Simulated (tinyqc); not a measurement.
From capture time back to electron-phonon coupling W: non-radiative capture by multiphonon emission, one effective mode. Computed by tinyqc, a small Python program. Command: `OMP_NUM_THREADS=1 python tinyqc.py 3000855 3000856 out.jsonl capture inv`. One thread of a shared host (Intel(R) Xeon(R) Processor @ 2.30GHz), about 0.07 s of CPU time with the checks.

The initial state (free carrier plus empty centre) lies dE above the final state; both have the same frequency and are displaced by dQ.

Inputs (values chosen for the exercise, for a model semiconductor): energy released dE = 0.477 eV; phonon energy hbar omega = 32.1 meV; Huang-Rhys factor S = 3.55; cell volume V = 1830 angstrom^3; degeneracy g = 1; broadening b = 28 meV; carrier mass m = 0.185 m_0; dielectric constant eps = 12.7; temperature T = 300 K; defect density N_t = 2e+15 cm^-3.

Centre: repulsive.

Constants: hbar^2/u = 4.18015928e-03 eV angstrom^2; k_B = 8.617333262e-05 eV/K; hbar = 6.582119569e-16 eV s; Ry = 13.605693123 eV; k_B = 1.380649e-23 J/K; m_0 = 9.1093837015e-31 kg.

Method:
- dQ = sqrt(2 S (hbar^2/u)/hbar omega); relaxation energy lambda = S hbar omega; phonons needed P = dE/hbar omega; classical barrier E_b = (dE - lambda)^2/(4 lambda); occupation n = 1/(exp(hbar omega/k_B T) - 1).
- Huang-Rhys weight for a net emission of p phonons: L_p = exp(-S (2n + 1)) ((n + 1)/n)^(p/2) I_p(2 S sqrt(n (n + 1))), I_p the modified Bessel function.
- M_p = sum_m w_m <m_i|Q|(m + p)_f>^2 with Q counted from the final minimum and Boltzmann weights w_m for m = 0..24; <m_i|Q|k_f> = sqrt((hbar^2/u)/(2 hbar omega)) [sqrt(k) <m|k-1> + sqrt(k+1) <m|k+1>], with overlaps of oscillators displaced by d = sqrt(2 S) summed on 1500 points from -16 to 16 + d.
- The delta function is a Gaussian of standard deviation b at dE - p hbar omega.
- C_0 = V (2 pi/hbar) g W^2 sum_p M_p Gaussian_p. The sum runs over the seven p from round(P) - 3 to round(P) + 3; 1 angstrom^3 = 1e-24 cm^3.
- Sommerfeld factor of a repulsive centre: s(k) = 2 pi nu/(exp(2 pi nu) - 1), nu = sqrt(Ry*/E), Ry* = Ry m/eps^2, averaged over (2/sqrt(pi)) sqrt(x) exp(-x) dx with x = E/k_B T = t^2 (trapezoid, t to 6 in steps of 0.01).
- C = s C_0; v = sqrt(3 k_B T/m); sigma = C/v; tau = 1/(C N_t).

Task: A run gave the result below. Find the electron-phonon coupling W, known to lie between 0.0085 and 0.028 eV/(u^(1/2) angstrom).

capture time = 7.422893e-05 s

Result:

Each step takes the trial c = (a f_b - b f_a)/(f_b - f_a), f being the result less the target and a, b, c the logarithms of the listed values; c replaces end b, the old b replaces a if the sign of f changed, and otherwise f_a is halved.

Scan of the range:
```
electron-phonon coupling W (eV/(u^(1/2) angstrom))  capture time (s)
0.0085                                                   2.83108e-04
0.0104                                                   1.89114e-04
0.0126                                                   1.28839e-04
0.0154                                                   8.62478e-05
0.0188                                                   5.78727e-05
0.0230                                                   3.86664e-05
0.0280                                                   2.60900e-05
```

False position (Illinois rule, in the logarithm of the input) inside the bracket:
```
step      end a      end b      trial  capture time (s)
1     0.0154000  0.0188000  0.0167578       7.28373e-05
2     0.0154000  0.0167578  0.0164937       7.51890e-05
3     0.0167578  0.0164937  0.0166010       7.42199e-05
4     0.0164937  0.0166010  0.0166000       7.42289e-05
5     0.0164937  0.0166000  0.0166000       7.42290e-05
6     0.0166000  0.0166000  0.0166000       7.42289e-05
```

Capture time falls at every point of a 13-point scan of the range (every second point is shown), so one value fits; it is bracketed by 0.0154 and 0.0188. The scan shows a pure power law with exponent -2.000, so scaling from any one row also gives the answer directly. Answer: electron-phonon coupling W = 0.01660 eV/(u^(1/2) angstrom).

Caution: the largest term is not the one nearest energy conservation, so C_0 depends strongly on the broadening b.
